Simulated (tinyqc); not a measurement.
From results back to parameters: configuration-coordinate model of carrier capture at a defect. Three cases, with inputs chosen for the exercise.

Problem. For two parabolas of equal curvature the ionisation peak lies at ET + ER, the emission barrier is (ER + ET)^2/(4 ER), and the standard deviation of the band at T = 0 is sqrt(ER hw). The values come from hidden ET, ER and hw.

Case 1.

ionisation peak = 1.3000 eV
emission barrier = 1.083333 eV
standard deviation at T = 0 = 0.129499 eV

Case 2.

ionisation peak = 0.8900 eV
emission barrier = 0.278908 eV
standard deviation at T = 0 = 0.088374 eV

Case 3.

ionisation peak = 0.8800 eV
emission barrier = 0.268889 eV
standard deviation at T = 0 = 0.092952 eV

Find: ET, ER, hw; capture barrier.

Solution. ER is the squared peak energy over four times the emission barrier; ET is the rest, hw = variance/ER, and the capture barrier is the emission barrier less ET.

Case 1.

ET, ER, hw (eV): 0.910  0.390  0.043

capture barrier = 0.173 eV

Case 2.

ET, ER, hw (eV): 0.180  0.710  0.011

capture barrier = 0.099 eV

Case 3.

ET, ER, hw (eV): 0.160  0.720  0.012

capture barrier = 0.109 eV

Computed by tinyqc, one run a case: `OMP_NUM_THREADS=1 python tinyqc.py N N+1 out.jsonl` with N = 1452441, 1452442, 1452616; one thread of a shared Intel(R) Xeon(R) Processor @ 2.30GHz, about 0.01 s a run at most.
